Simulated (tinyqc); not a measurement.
# Thin-film transistor with exponential tail and deep states, accumulation layer: effect of the characteristic temperature of the tail

An undoped film in accumulation, thicker than the space-charge layer. With band bending psi the Fermi level lies E0 - psi below the band edge. Free electrons n = n0 exp(psi/Vt) carry the current; electrons in two exponential distributions of traps, a = a0 exp(psi/Va) and d = d0 exp(psi/Vp), do not. Linear regime, ohmic contacts, traps in equilibrium.

Va = kB Tt/q, Vp = kB Td/q; n0 = Nc exp(-E0/Vt), a0 = Nt th(T/Tt) exp(-E0/Va), d0 = Nd th(T/Td) exp(-E0/Vp), th(x) = pi x/sin(pi x). G(psi) = sum over the three kinds of c0 [V (exp(psi/V) - 1) - psi], field F = sqrt(2 q G/(eps0 eps_r)); Vg = psi + eps0 eps_r F/Ci at the surface. Total charge Q = Ci (Vg - psi_s); free charge Qf = q times the integral of n0 (exp(psi/Vt) - 1)/F over psi from 0 to psi_s; I = (W/L) mb Qf Vd; effective mobility mb Qf/Q.

Values chosen for this exercise; values close to those of an organic semiconductor:
```
symbol,value,unit,meaning
T,300,K,temperature
eps_r,3.2,,relative permittivity of the semiconductor
Nc,7.4e19,cm^-3,density of extended states
mb,2.5,cm^2/(V s),band mobility
Nt,8.4e19,cm^-3,total density of tail states
Nd,3.8e17,cm^-3,total density of deep states
Td,1400,K,characteristic temperature of the deep states
E0,0.43,eV,bulk Fermi level below the band edge
Ci,100,nF/cm^2,gate capacitance
WL,2,,ratio W/L
Vd,0.2,V,drain voltage
Vg,4.4,V,gate voltage above flat band
```

Constants: q = 1.602176634e-19 C, kB = 1.380649e-23 J/K, Vt = kB T/q, eps0 = 8.8541878128e-14 F/cm where lengths are in cm. Results are converted to the units shown.

Effect of the characteristic temperature of the tail:

| Tt (K) | E0 - psi_s (eV) | Q (nC/cm^2) | free share (%) | effective mobility (cm^2/(V s)) | I (nA) |
|---|---|---|---|---|---|
| 380 | 0.06337 | 403.3 | 7.561 | 0.1890 | 30.50 |
| 420 | 0.06161 | 403.2 | 7.704 | 0.1926 | 31.06 |
| 460 | 0.06228 | 403.2 | 7.198 | 0.1799 | 29.02 |
| 500 | 0.06429 | 403.4 | 6.424 | 0.1606 | 25.92 |
| 540 | 0.06716 | 403.7 | 5.572 | 0.1393 | 22.49 |
| 580 | 0.07065 | 404.1 | 4.738 | 0.1184 | 19.14 |
| 620 | 0.07460 | 404.5 | 3.970 | 0.09925 | 16.06 |
| 660 | 0.07892 | 404.9 | 3.290 | 0.08226 | 13.32 |

As Tt goes from 380 to 660 K, the free share goes from 7.56 through a maximum of 7.70 (at Tt = 420 K among the rows listed) to 3.29 %, the distance of the Fermi level from the edge goes from 0.0634 through a minimum of 0.0616 (at Tt = 420 K among the rows listed) to 0.0789 eV and the current goes from 30.5 through a maximum of 31.1 (at Tt = 420 K among the rows listed) to 13.3 nA. Q varies by only 0.43 %: the gate sets the charge, the traps decide how much of it moves. For Tt = 380 to 620 K the th form, which assumes a Fermi level far below the edge, overcounts the filled tail at the surface by more than 15 %.

tinyqc, about 0.03 s, one thread, Intel Xeon 2.30GHz (shared host): `OMP_NUM_THREADS=1 python tinyqc.py 2610101 2610102 out.jsonl`
